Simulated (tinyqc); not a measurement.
The basis set: RHF and MP2 along a ladder of basis sets, for H2, spin multiplicity 1. Computed by the program tinyqc with PySCF. 

Geometry (angstrom):
```
atom       x       y       z
H     0.0000  0.0000  0.0000
H     0.0000  0.0000  0.6660
```

Same geometry throughout; the dipole is taken about the origin.

RHF and frozen-core MP2 in a ladder of bases:
```
basis        functions  E(RHF) (hartree)  E(MP2 corr) (hartree)  HOMO (eV)  LUMO (eV)  dipole (debye)
sto-3g               2         -1.115101              -0.011506   -16.6098    20.5049          0.0000
3-21g                4         -1.118895              -0.016630   -16.7757     7.7710          0.0000
6-31g                4         -1.123358              -0.016574   -16.8529     7.0179          0.0000
6-31g**             10         -1.127582              -0.026209   -16.8381     7.0285          0.0000
cc-pvdz             10         -1.123009              -0.025684   -16.7589     5.7466          0.0000
aug-cc-pvdz         18         -1.123125              -0.026578   -16.7716     1.6958          0.0000
cc-pvtz             28         -1.129094              -0.031438   -16.8334     4.8154          0.0000
```

From cc-pVDZ to cc-pVTZ the RHF energy falls by 6.1 mhartree and the correlation energy by 5.8. If valence correlation converges as X^-3, (27 E(T) - 8 E(D))/19 gives -0.0339 hartree, a rough estimate from such small X that usually falls short; STO-3G holds about 34 % of it. Beyond STO-3G the LUMO moves by 6.1 eV and the HOMO by 0.1 eV; diffuse functions lower the positive LUMO sharply, since an unbound virtual level tracks the most diffuse function.
